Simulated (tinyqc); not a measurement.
Metal-interlayer-semiconductor contact, depinning against tunnelling resistance: two steps of the calculation.

Zero bias, n-type semiconductor. Gap states at the semiconductor surface thin out as exp(-be ti), which unpins the barrier; electrons must then cross the interlayer (a rectangular barrier, no voltage drop across it) and the parabolic depleted layer, both by WKB. Energies E are counted from the Fermi level; no image force, parabolic bands.

Values chosen for this exercise; semiconductor values close to those of silicon; interlayer mass of the order of that in lanthanum oxide, offset chosen freely: temperature T = 400 K; band gap Eg = 1.15 eV; relative permittivity eps_r = 11.5; electron affinity chi = 3.98 eV; conduction-band density of states at T Nc = 4.31e19 cm^-3; tunnelling mass in the semiconductor mt = 0.188 m0; Richardson mass mA = 2.09 m0; donor density Nd = 2.7e19 cm^-3; charge-neutrality level above the valence band E0 = 0.35 eV; pinning factor without interlayer S0 = 0.26; metal work function phiM = 4.11 eV; interlayer thickness ti = 1 nm; conduction-band offset of the interlayer above the semiconductor dE = 2 eV; tunnelling mass in the interlayer mi = 0.29 m0; decay constant of gap states through the interlayer be = 5.4 1/nm.

Constants: q = 1.602176634e-19 C, kB = 1.380649e-23 J/K, eps0 = 8.8541878128e-12 F/m, hbar = 1.054571817e-34 J s, h = 6.62607015e-34 J s, m0 = 9.1093837015e-31 kg, Vt = kB T/q, hbar^2/(2 m0) = 0.0380998212 eV nm^2. Results are converted to the units shown.

Question 1. Pinning, barrier and scales. S = 1/(1 + (1/S0 - 1) exp(-be ti)); phiB = S (phiM - chi) + (1 - S)(Eg - E0); xi = Ec - EF deep inside, from Nd = Nc F(-xi/Vt), F(x) = (2/sqrt(pi)) int_0^infinity sqrt(u) du/(1 + exp(u - x)); band bending U = phiB - xi; E00 = (hbar/2) sqrt(Nd/(eps0 eps_r mt m0)) in volts; A = 4 pi q mA m0 kB^2/h^3.

Wanted: S; phiB; xi; U; E00; A.

Answer 1.

S = 0.9873
phiB = 0.1385 eV
xi = 0.008552 eV
U = 0.1300 eV
E00 = 0.06561 eV
A = 251.2 A/(cm^2 K^2)

Question 2. Exponents and integrand on an energy grid. With U = phiB - xi: for xi < E < phiB, y = (E - xi)/U and G1 = (U/E00) [sqrt(1 - y) - y ln((1 + sqrt(1 - y))/sqrt(y))], G1 = 0 above phiB; G2 = 2 ti sqrt(mi max(phiB + dE - E, 0)/C), C = hbar^2/(2 m0); f = 1/(1 + exp(E/Vt)); integrand exp(-G1 - G2) f.

| point | E (eV) |
|---|---|
| 0 | 0.01 |
| 1 | 0.03214 |
| 2 | 0.05429 |
| 3 | 0.07643 |
| 4 | 0.09857 |
| 5 | 0.12071 |
| 6 | 0.14286 |
| 7 | 0.165 |
| 8 | 0.18714 |
| 9 | 0.20929 |
| 10 | 0.23143 |
| 11 | 0.25357 |
| 12 | 0.27571 |
| 13 | 0.29786 |
| 14 | 0.32 |

phiB = 0.13850346 eV
xi = 0.0085521646 eV
E00 = 0.065611707 eV

Wanted: G1; G2; f; integrand.

Answer 2.

| point | G1 | G2 | f | integrand (1e-5) |
|---|---|---|---|---|
| 0 | 1.9047 | 8.0502 | 0.42798 | 2.0327 |
| 1 | 1.2535 | 8.0082 | 0.28243 | 2.6830 |
| 2 | 0.8188 | 7.9660 | 0.17150 | 2.6249 |
| 3 | 0.4894 | 7.9235 | 0.098205 | 2.1799 |
| 4 | 0.2410 | 7.8809 | 0.054185 | 1.6092 |
| 5 | 0.0688 | 7.8380 | 0.029257 | 1.0773 |
| 6 | 0.0000 | 7.7949 | 0.015603 | 0.6426 |
| 7 | 0.0000 | 7.7515 | 0.0082696 | 0.3557 |
| 8 | 0.0000 | 7.7079 | 0.0043676 | 0.1962 |
| 9 | 0.0000 | 7.6640 | 0.0023018 | 0.1080 |
| 10 | 0.0000 | 7.6199 | 0.0012122 | 0.0595 |
| 11 | 0.0000 | 7.5756 | 6.3809e-4 | 0.0327 |
| 12 | 0.0000 | 7.5310 | 3.3578e-4 | 0.0180 |
| 13 | 0.0000 | 7.4860 | 1.7663e-4 | 0.0099 |
| 14 | 0.0000 | 7.4409 | 9.2926e-5 | 0.0055 |

Range of the model: The depletion charge would drop about 0.048 V across such an interlayer (eps_r near 25) at ti = 1 nm and Nd = 2.7e19 cm^-3, against a band bending of 0.13 V; this model leaves that drop out.

tinyqc, about 0.02 s, one thread, Intel Xeon 2.30GHz (shared host): `OMP_NUM_THREADS=1 python tinyqc.py 2270018 2270019 out.jsonl`
